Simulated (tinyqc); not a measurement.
Inside a calculation: carrier statistics of a doped semiconductor with parabolic bands. Values are carried at full precision from step to step, so a last printed digit may differ when a step is redone from the rounded ones.

Constants: kB = 8.617333262e-05 eV/K; hbar^2/2m0 = 3.80998211 eV angstrom^2.

Parameters, chosen for this exercise (near those of InSb; not measured data):
```
symbol  value     unit    meaning
Eg0     0.2348    eV      gap at 0 K
al      0.000318  eV/K    Varshni alpha
be      170       K       Varshni beta
T       300       K
ml      0.0136    m0      longitudinal electron mass
mt      0.0136    m0      transverse electron mass
Mv      1                 equivalent valleys
mhh     0.431     m0      heavy-hole mass
mlh     0.0151    m0      light-hole mass
ND      6e+13     1/cm^3  donors
NA      7.5e+15   1/cm^3  acceptors
ED      0.00101   eV      donor level below Ec
EA      0.0101    eV      acceptor level above Ev
```

## Gap and thermal energy

Eg(T) = Eg0 - al T^2/(T + be) (Varshni).

Eg = 0.17391 eV
kT = 0.025852 eV

The gap has shrunk by 60.9 meV from 0 K and is 6.7 kT wide.

## Effective densities of states

m_de = Mv^(2/3) (ml mt^2)^(1/3); m_dh = (mhh^(3/2) + mlh^(3/2))^(2/3); N = 2 (m kB T/(4 pi c))^(3/2) with c = hbar^2/2m0, in 1/angstrom^3; times 1e24 for 1/cm^3.

m_de = 0.0136 m0
m_dh = 0.4329 m0
Nc = 3.9800e+16 1/cm^3
Nv = 7.1470e+18 1/cm^3

The light holes supply 0.7 % of Nv, and Nc/Nv = 0.00557.

## Intrinsic density and level

With Boltzmann statistics ni = sqrt(Nc Nv) exp(-Eg/2kT) and Ei = Eg/2 + (kT/2) ln(Nv/Nc), counted from Ev.

ni = 1.85e+16 1/cm^3
Ei = 0.1540 eV

Ei lies 67.1 meV above midgap, towards the band with the smaller density of states. Ei is within 3 kT of a band edge, so this Boltzmann value of ni is only rough.

## Neutrality by bisection

Energies are counted from Ev, so Ec = Eg. n = Nc F_1/2((EF - Eg)/kT), p = Nv F_1/2(-EF/kT), ND+ = ND/(1 + 2 exp((EF - Eg + ED)/kT)), NA- = NA/(1 + 4 exp((EA - EF)/kT)); neutrality asks p + ND+ = n + NA-. F_j(eta) = (1/Gamma(j + 1)) integral_0^infinity x^j dx/(1 + exp(x - eta)), which tends to exp(eta) for eta << 0.

Start from the bracket [-0.2 eV, Eg + 0.2 eV]; at the midpoint EF take the sign of p + ND+ - n - NA-; where it is positive EF must rise. Fourteen steps are shown.

Bisection (eV, 1/cm^3):
```
step       low     high       EF         n         p       ND+       NA-  sign
1     -0.20000  0.37391  0.08695  1.36e+15  2.44e+17  5.60e+13  6.23e+15     +
2      0.08695  0.37391  0.23043  1.24e+17  9.62e+14  3.07e+12  7.49e+15     -
3      0.08695  0.23043  0.15869  1.87e+16  1.54e+16  2.78e+13  7.41e+15     -
4      0.08695  0.15869  0.12282  5.27e+15  6.16e+16  4.66e+13  7.14e+15     +
5      0.12282  0.15869  0.14076  1.01e+16  3.08e+16  3.80e+13  7.31e+15     +
6      0.14076  0.15869  0.14972  1.38e+16  2.18e+16  3.30e+13  7.37e+15     +
7      0.14972  0.15869  0.15421  1.61e+16  1.83e+16  3.04e+13  7.39e+15     -
8      0.14972  0.15421  0.15197  1.49e+16  2.00e+16  3.17e+13  7.38e+15     -
9      0.14972  0.15197  0.15085  1.44e+16  2.09e+16  3.24e+13  7.37e+15     -
10     0.14972  0.15085  0.15028  1.41e+16  2.13e+16  3.27e+13  7.37e+15     -
11     0.14972  0.15028  0.15000  1.40e+16  2.16e+16  3.29e+13  7.37e+15     +
12     0.15000  0.15028  0.15014  1.40e+16  2.14e+16  3.28e+13  7.37e+15     +
13     0.15014  0.15028  0.15021  1.41e+16  2.14e+16  3.28e+13  7.37e+15     -
14     0.15014  0.15021  0.15018  1.40e+16  2.14e+16  3.28e+13  7.37e+15     +
```

Each step halves the bracket, which is 0.070 meV wide at the last row.

## The neutral state

Solve the neutrality condition for EF to convergence.

EF = 0.1502 eV
n = 1.41e+16 1/cm^3
p = 2.14e+16 1/cm^3
ND+ = 3.28e+13 1/cm^3
NA- = 7.37e+15 1/cm^3

The material is nearly intrinsic; 98.3 % of the acceptors are ionised. EF lies 5.81 kT inside the gap from the valence edge, but within 3 kT of the other edge or beyond it, so the Fermi integral is needed; n p/(Nc Nv exp(-Eg/kT)) = 0.882.

## Checks

- F_1/2(1) by the trapezoid rule against adaptive quadrature: both 1.575641.
- Positive against negative charge at the solution (1/cm^3): both 2.14247e+16.

Program tinyqc; command `OMP_NUM_THREADS=1 python tinyqc.py 1682617 1682618 out.jsonl`; about 0.01 s on one thread of a shared Intel(R) Xeon(R) Processor @ 2.30GHz.
